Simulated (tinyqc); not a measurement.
Off-state leakage of single and stacked transistors: one step of the calculation.

n-channel devices of unit width. Subthreshold current I(Vg, Vs, Vd) = I0 (T/300 K)^0.5 exp[(Vg - Vs - VT(T) - gb (Vs - Vb) + dd (Vd - Vs))/(nf Vt)] (1 - exp(-(Vd - Vs)/Vt)), VT(T) = VT - cT (T - 300 K). Gate-edge tunnelling Ig (Vd/1 V) exp(ag (Vd - 1 V)), for a gate at 0 V, and band-to-band leakage Ab u exp(-Bb/u), u = Vd - Vb + 1 V, flow at a drain held at V; both are taken as independent of T. In a stack of off transistors (all gates at 0 V) the same subthreshold current passes through each.

Question. Leakage of one transistor. Vg = Vs = 0, Vd = V; effective threshold VT(T) - gb Vb - dd V.

Values chosen for this exercise; values of the order met in bulk silicon logic transistors:
- T = 330 K (temperature)
- V = 1.1 V (supply voltage)
- VT = 0.38 V (threshold at 300 K, zero drain and body bias)
- cT = 0.5 mV/K (fall of the threshold with temperature)
- I0 = 0.18 uA/um (current at threshold at 300 K)
- nf = 1.24 (slope factor)
- dd = 0.09 (drain-induced lowering per volt)
- gb = 0.23 (rise of the threshold per volt of source-body bias)
- Ig = 0.0002 uA/um (gate-edge tunnelling current at 1 V)
- ag = 4.2 1/V (exponential slope of the gate current)
- Ab = 3 uA/(um V) (prefactor of band-to-band leakage at the drain)
- Bb = 19 V (its exponential voltage)
- Vb = -0.3 V (body voltage)

Constants: q = 1.602176634e-19 C, kB = 1.380649e-23 J/K, Vt = kB T/q. Results are converted to the units shown.

Give: effective threshold; parts; total; shares.

Answer.

effective threshold = 0.33500 V
parts (nA/um): subthreshold 0.014127, gate edge 0.33483, band-to-band 2.6252
total = 2.9742 nA/um
shares (%): subthreshold 0.47499, gate edge 11.258, band-to-band 88.267

The band-to-band part is the largest.

Numbers from tinyqc (`OMP_NUM_THREADS=1 python tinyqc.py 2242095 2242096 out.jsonl`; about 0.03 s on one thread of a shared Intel Xeon 2.30GHz).
